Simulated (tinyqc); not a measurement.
Free and trapped electrons in a MOS channel with a dense trap tail: two steps of the calculation.

p-type body, charge-sheet picture, full ionisation (an idealisation for deep acceptors), Boltzmann statistics for free electrons. e = Ec - EF at the surface. Acceptor-like traps of density D(E) = D0 + De exp(-E/Ew) at depth E below Ec, from 0 to Eu, hold n_t = integral of D(E)/(1 + exp((e - E)/Vt)). psi = Eg - Vt ln(Nv/Na) - e; N_dep = sqrt(2 eps0 eps_r Na (psi - Vt)/q); n_f = sqrt(N_dep^2 + 2 eps0 eps_r Vt Nc exp(-e/Vt)/q) - N_dep; Vg = Vfb + psi + q (N_dep + n_t + n_f)/Cox, Cox = eps0 eox/tox.

Values chosen for this exercise; band and dielectric values close to those of silicon:
```
symbol,value,unit,meaning
T,250,K,temperature
Eg,1.12,eV,band gap
eps_r,11.7,,relative permittivity
Nc,2.14e19,cm^-3,conduction-band density of states at T
Nv,1.99e19,cm^-3,valence-band density of states at T
eox,3.9,,relative permittivity of the insulator
tox,44,nm,insulator thickness
Na,8e16,cm^-3,acceptor density
Vfb,-0.84,V,flat-band voltage without trapped charge
D0,2e11,cm^-2 eV^-1,constant background density of acceptor-like traps
De,2.9e13,cm^-2 eV^-1,density of the tail at the conduction edge
Ew,0.07,eV,decay energy of the tail
Eu,0.57,eV,depth below Ec down to which the traps reach
mf,150,cm^2/(V s),mobility of free electrons
e,0.032,eV,Ec - EF at the surface
```

Constants: q = 1.602176634e-19 C, kB = 1.380649e-23 J/K, Vt = kB T/q, eps0 = 8.8541878128e-14 F/cm where lengths are in cm. Results are converted to the units shown.

Problem 1. Trapped charge. Trapezoid rule on 13 equal steps from 0 to Eu, f = 1/(1 + exp((e - E)/Vt)).

Wanted: E; D(E) f; n_t.

Solution 1.

```
point	E (eV)	D(E) f (cm^-2 eV^-1)
0	0	5.391e12
1	0.04385	9.956e12
2	0.08769	7.891e12
3	0.1315	4.584e12
4	0.1754	2.564e12
5	0.2192	1.465e12
6	0.2631	8.764e11
7	0.3069	5.616e11
8	0.3508	3.933e11
9	0.3946	3.033e11
10	0.4385	2.552e11
11	0.4823	2.295e11
12	0.5262	2.158e11
13	0.5700	2.084e11
```

n_t = 1.407e12 cm^-2

Problem 2. Charges and gate voltage. psi, N_dep, n_f and Vg as defined, with the n_t given; free share n_f/(n_f + n_t); apparent mobility mf n_f/(n_f + n_t); gate voltage spent on traps q n_t/Cox.

n_t = 1.4072466e12 cm^-2

Find: psi; N_dep; n_f; Vg; free share; apparent mobility; gate voltage spent on traps.

Solution 2.

psi = 0.9692 V
N_dep = 9.901e11 cm^-2
n_f = 5.364e11 cm^-2
Vg = 6.118 V
free share = 27.60 %
apparent mobility = 41.40 cm^2/(V s)
gate voltage spent on traps = 2.873 V

Computed by the program tinyqc: `OMP_NUM_THREADS=1 python tinyqc.py 2222184 2222185 out.jsonl`, one thread of a shared Intel Xeon 2.30GHz, about 0.02 s for the whole run.
